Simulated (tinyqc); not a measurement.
## Stability and critical current from long pulses

Question. For long pulses a magnetic tunnel junction switches at I = Ic0 [1 - ln(tp/t0)/Delta]. Find Ic0 and Delta.

Inputs (values chosen for the exercise):
```
symbol,value,unit,meaning
t0,1,ns,attempt time
```

switching current for pulses of 0.0001 and 0.1 s (uA): 21.054991  17.498468

Answer. I is linear in ln tp: it equals Ic0 at tp = t0, and the slope is -Ic0/Delta.

Ic0 = 26.98 uA
Delta = 52.41

Numbers from tinyqc (`OMP_NUM_THREADS=1 python tinyqc.py 2450126 2450127 out.jsonl`; about 0.01 s on one thread of a shared Intel Xeon 2.30GHz).
